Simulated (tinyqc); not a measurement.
## Capacitances against the distance to each plane

Endless row of lines of width wl, height tl and space sl between grounded planes at distance hd; e2 fills the gaps beside the lines, e1 the rest. Laplace's equation is solved on meshes of 3, 6 and 12 steps per unit u and extrapolated (Aitken), which is good to about 0.2 %. C_even (all lines at 1 V) is the capacitance Cg to the planes; C_odd (neighbours in antiphase) = Cg + 4 Cc if only nearest neighbours couple, which defines Cc; total with quiet neighbours Cg + 2 Cc. Plate values 2 eps0 e1 wl/hd and eps0 e2 tl/sl.

Values chosen for this exercise: relative permittivity above and below the lines e1 = 3.9; relative permittivity between the lines e2 = 7; line width, in units u wl = 6 u; line height tl = 12 u; space between lines sl = 6 u.

Constants: eps0 = 8.8541878128e-12 F/m. Results are converted to the units shown.

The same in every row: plate Cc (aF/um) = 124.

Result of one run:
```
hd (u)	Cg (aF/um)	Cc (aF/um)	Cg + 2 Cc (aF/um)	C_odd (aF/um)	plate Cg (aF/um)	share of coupling, 2 Cc/(Cg + 2 Cc) (%)
5	155	127	410	664	82.9	62.1
```

What becomes of these results when the distance to each plane hd is changed from 5 to 6 u, all else the same?

Result of the changed run:
```
hd (u)	Cg (aF/um)	Cc (aF/um)	Cg + 2 Cc (aF/um)	C_odd (aF/um)	plate Cg (aF/um)	share of coupling, 2 Cc/(Cg + 2 Cc) (%)
6	131	131	393	655	69.1	66.7
```

The whole series:
```
hd (u)	Cg (aF/um)	Cc (aF/um)	Cg + 2 Cc (aF/um)	C_odd (aF/um)	plate Cg (aF/um)	share of coupling, 2 Cc/(Cg + 2 Cc) (%)
2	357	108	573	789	207	37.7
3	249	116	481	714	138	48.3
4	191	122	436	681	104	56.1
5	155	127	410	664	82.9	62.1
6	131	131	393	655	69.1	66.7
8	99.4	137	373	647	51.8	73.3
10	80.2	141	362	644	41.4	77.8
```

As hd goes from 2 to 10, Cg falls from 357 to 80.2 aF/um, Cc rises from 108 to 141 aF/um and the share of coupling rises from 37.7 to 77.8 %. Cg is 1.73 times its plate value in the first row and 1.93 times in the last; for Cc the ratios are 0.871 and 1.14. Neighbours in antiphase raise the load by a factor of 1.38 and 1.78 over quiet ones. For hd = 10 the planes are farther than 0.8 of the pitch, so second neighbours couple too and Cg + 2 Cc understates the quiet load by a per cent or more.

Computed by the program tinyqc: `OMP_NUM_THREADS=1 python tinyqc.py 2790122 2790123 out.jsonl`, one thread of a shared Intel Xeon 2.30GHz, about 0.7 s for the whole run.
